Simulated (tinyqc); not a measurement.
# Slope factor and drain-induced lowering from three currents

Question. With source and body at 0 V, I = A exp((Vg + dd Vd)/(nf Vt)) (1 - exp(-Vd/Vt)). Find nf, the swing nf Vt ln 10 and dd.

Inputs (values chosen for the exercise):

| symbol | value | unit | meaning |
|---|---|---|---|
| T | 378 | K | temperature |

Constants: q = 1.602176634e-19 C, kB = 1.380649e-23 J/K, Vt = kB T/q. Results are converted to the units shown.

currents at (Vg, Vd) = (0, 0.05), (0, 0.8) and (0.1, 0.8) V (nA/um): 0.38313899  4.8831061  51.795502

Solution. The pair at equal Vd gives nf; the pair at equal Vg, after dividing out the factors 1 - exp(-Vd/Vt), gives dd.

nf = 1.30
swing = 97.5 mV/decade
dd = 0.130

Numbers from tinyqc (`OMP_NUM_THREADS=1 python tinyqc.py 2242224 2242225 out.jsonl`; about 0.03 s on one thread of a shared Intel Xeon 2.30GHz).
